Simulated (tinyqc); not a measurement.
Thin-body transistor below threshold, two-dimensional Poisson equation on a small mesh: one step of the calculation.

A thin body on a thick buried insulator of low permittivity, taken as carrying no normal field at the bottom of the body (row 0). Mobile charge is neglected (subthreshold), the body is fully depleted, and potentials are counted from the intrinsic level; rows run upward to the gate, columns from source to drain.

Problem. Over-relaxation sweep (omega = 1.5). Free nodes: rows 0..4, columns 1..6, taken row by row from row 0, left to right. t = (up psi(above) + dn psi(below) + lat [psi(left) + psi(right)] + s)/(up + dn + 2 lat), with the newest neighbours; psi(new) = psi + 1.5 (t - psi).

psi after iteration 1 (V):
```
             j=0        j=1        j=2         j=3         j=4         j=5        j=6        j=7
row 0  0.5400000  0.0405589  0.0014445  -0.0016188  -0.0018588  -0.0018775  0.0952334  1.2400000
row 1  0.5400000  0.0678017  0.0045482  -0.0024631  -0.0031734  -0.0032416  0.1590933  1.2400000
row 2  0.5400000  0.0861002  0.0080661  -0.0027547  -0.0040792  -0.0042288  0.2019096  1.2400000
row 3  0.5400000  0.0777891  0.0078000  -0.0021749  -0.0034602  -0.0036126  0.1821359  1.2400000
row 4  0.2750000  0.0690805  0.0142371   0.0059798   0.0048951   0.0047647  0.1516728  0.6250000
row 5  0.0100000  0.0100000  0.0100000   0.0100000   0.0100000   0.0100000  0.0100000  0.0100000
```

```
row         up         dn        lat         s (V)
0    46.857143          0  2.7317073  -0.060411878
1    46.857143  46.857143  5.4634146   -0.12082376
2    46.857143  46.857143  5.4634146   -0.12082376
3    58.571429  46.857143  3.4231707  -0.060411878
4    58.571429  58.571429  1.3829268             0
```

Find: psi after iteration 2.

Solution.

psi after iteration 2 (V):
```
          j=0     j=1     j=2      j=3      j=4     j=5     j=6     j=7
row 0  0.5400  0.1115  0.0123  -0.0034  -0.0055  0.0019  0.2616  1.2400
row 1  0.5400  0.1397  0.0204  -0.0033  -0.0071  0.0102  0.3280  1.2400
row 2  0.5400  0.1442  0.0243  -0.0024  -0.0073  0.0201  0.3386  1.2400
row 3  0.5400  0.1297  0.0274   0.0045   0.0002  0.0256  0.2967  1.2400
row 4  0.2750  0.0728  0.0217   0.0081   0.0053  0.0264  0.1601  0.6250
row 5  0.0100  0.0100  0.0100   0.0100   0.0100  0.0100  0.0100  0.0100
```

Computed by the program tinyqc: `OMP_NUM_THREADS=1 python tinyqc.py 2480094 2480095 out.jsonl`, one thread of a shared Intel Xeon 2.30GHz, about 0.1 s for the whole run.
